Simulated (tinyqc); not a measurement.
Averaged masses of warped heavy- and light-hole bands, step by step. Values are carried at full precision from step to step, so a last printed digit may differ when a step is redone from the rounded ones.

Constants: Ry = 13.60569312 eV; a0 (Bohr radius) = 0.5291772105 angstrom; kB = 8.617333262e-05 eV/K; hbar^2/2m0 = 3.80998211 eV angstrom^2.

Values chosen for the exercise (near those of GaAs; not measured data):
```
symbol  value  unit  meaning
g1      7.03         Luttinger gamma1
g2      2.05         gamma2
g3      2.93         gamma3
eps     12.85        dielectric constant
mso     0.166  m0    split-off mass
Dso     0.336  eV    spin-orbit splitting
T       300    K     temperature
```

## Other forms of the parameters

Dresselhaus-Kip-Kittel form E = c [A k^2 -/+ sqrt(B^2 k^4 + C^2 (kx^2 ky^2 + ky^2 kz^2 + kz^2 kx^2))] with A = g1, B = 2 g2, C^2 = 12 (g3^2 - g2^2). Spherical form: mu = (6 g3 + 4 g2)/(5 g1), delta = (g3 - g2)/g1, masses 1/(g1 (1 -/+ mu)). Effective rydberg R* = Ry/(g1 eps^2) and radius a* = a0 g1 eps.

A, B, |C|: [7.030, 4.100, 7.252]

mu, delta: [0.7334, 0.1252]

spherical masses, heavy and light (m0): [0.5336, 0.0821]

R* = 11.72 meV
a* = 47.8 angstrom

delta/mu = 0.17 measures the warping against the spherical splitting.

## Masses along six directions

Four-band hole energies E = c k^2 f(u), c = hbar^2/2m0, f = g1 -/+ 2 sqrt(g2^2 + 3 (g3^2 - g2^2) s), s = ux^2 uy^2 + uy^2 uz^2 + uz^2 ux^2 for the unit vector u; minus for heavy, plus for light holes; the mass along u is 1/f.

Give s and both masses.

Masses (m0):
```
direction        s   heavy   light
[100]      0.00000  0.3413  0.0898
[110]      0.25000  0.6424  0.0800
[111]      0.33333  0.8547  0.0776
[310]      0.09000  0.4187  0.0857
[311]      0.15702  0.4943  0.0831
[321]      0.25000  0.6424  0.0800
```

The heavy mass grows by a factor of 2.50 from [100] to [111] while the light one shrinks by 14 %; 1/m_heavy + 1/m_light = 2 g1 in every direction.

## Density-of-states masses from three directions

m_d^(3/2) is the angular mean of m(u)^(3/2). The rule mean = (10 F[100] + 16 F[110] + 9 F[111])/35 is exact for cubic harmonics up to sixth order. Total m_d = (m_h^(3/2) + m_l^(3/2))^(2/3).

m^(3/2):
```
direction    heavy    light
[100]      0.19939  0.02693
[110]      0.51487  0.02262
[111]      0.79017  0.02161
```

m_d heavy, light (m0): [0.6262, 0.0823]

total = 0.6459 m0
share of light holes = 4.5 %

## Averages on a grid

Grid: n x n midpoints in cos(theta) from 0 to 1 and phi from 0 to pi/2, equal weights. m_d = <f^(-3/2)>^(2/3). Conductivity mass for one scattering time: 1/m_c = <|w|^2 f^(-5/2)>/<f^(-3/2)> with w = grad_k(k^2 f)/(2 k), that is |w|^2 = f^2 + |angular gradient of f|^2/4.

Use n = 40.

m_d heavy, light (m0): [0.5888, 0.0819]

m_c heavy, light (m0): [0.4641, 0.0813]

The three-direction rule differs from the grid by +6.35 % for heavy holes. Warping makes m_c of the heavy holes 21 % smaller than m_d; on a sphere the two are equal.

## Effective density of states

Nv = 2 (kT/(4 pi c))^(3/2) [m_h^(3/2) + m_l^(3/2) + mso^(3/2) exp(-Dso/kT)], c = hbar^2/2m0, parabolic bands, m_h and m_l the density-of-states masses from the grid; 1 angstrom^-3 = 1e24 cm^-3.

prefactor = 2.5094e+19 cm^-3

the three terms: [0.45180, 0.02342, 0.00000]

Nv = 1.193e+19 cm^-3

shares (%): [95.1, 4.9, 0.0]

kT/Dso = 0.08, small enough for the four-band form.

## Checks

- m_d and m_c of heavy holes for g2 = g3 against 1/(g1 - 2 g3): they agree to 1e-10 or better.
- m_d of heavy holes on grids of 40 and 160: both 0.5888.

tinyqc: `OMP_NUM_THREADS=1 python tinyqc.py 1051505 1051506 out.jsonl`; about 0.02 s, one thread, shared Intel(R) Xeon(R) Processor @ 2.30GHz.
